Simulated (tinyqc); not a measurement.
Tunnelling through a two-layer gate stack, WKB transmission and Tsu-Esaki current: one step of the calculation.

Electrons leave the emitter at x = 0. Energies E (motion across the layers) are in eV from the emitter Fermi level; the collector Fermi level lies at -V and offers states at every E. No charge in the dielectric and no image force: F1 = V/(t1 + t2 eps1/eps2), F2 = F1 eps1/eps2; U = phi1 - F1 x in layer 1 and phi2 - F1 t1 - F2 (x - t1) in layer 2. With C = hbar^2/(2 m0), kappa = sqrt(m (U - E)/C) where U > E and 0 elsewhere; T(E) = exp(-S), S = 2 times the integral of kappa over x.

Question. WKB exponent by the midpoint rule. Cut each layer into nc equal cells, take U and kappa at the cell centres, and sum S = 2 sum kappa h.

Values chosen for this exercise; layer 1 close to silicon dioxide, layer 2 close to aluminium oxide: barrier of layer 1 above the emitter Fermi level at zero bias phi1 = 3.14 eV; tunnelling mass of layer 1 m1 = 0.51 m0; thickness of layer 1 t1 = 0.4 nm; relative permittivity of layer 1 eps1 = 3.83; barrier of layer 2 at zero bias phi2 = 2.63 eV; tunnelling mass of layer 2 m2 = 0.41 m0; thickness of layer 2 t2 = 2.8 nm; relative permittivity of layer 2 eps2 = 8.68; voltage across the dielectric V = 0.2 V; energy of the electron followed E = -0.11 eV; cells in each layer nc = 5.

Constants: q = 1.602176634e-19 C, hbar = 1.054571817e-34 J s, m0 = 9.1093837015e-31 kg, hbar^2/(2 m0) = 0.0380998212 eV nm^2. Results are converted to the units shown.

Find: x; U; kappa; S; T(E).

Answer.

```
cell	x (nm)	U (eV)	kappa (1/nm)
0	0.040	3.135	6.591
1	0.120	3.125	6.581
2	0.200	3.116	6.571
3	0.280	3.106	6.561
4	0.360	3.096	6.551
5	0.680	2.566	5.366
6	1.240	2.536	5.336
7	1.800	2.506	5.305
8	2.360	2.475	5.275
9	2.920	2.445	5.244
```

S = 34.97
T(E) = 6.526e-16

Computed by the program tinyqc: `OMP_NUM_THREADS=1 python tinyqc.py 2540152 2540153 out.jsonl`, one thread of a shared Intel Xeon 2.30GHz, about 0.04 s for the whole run.
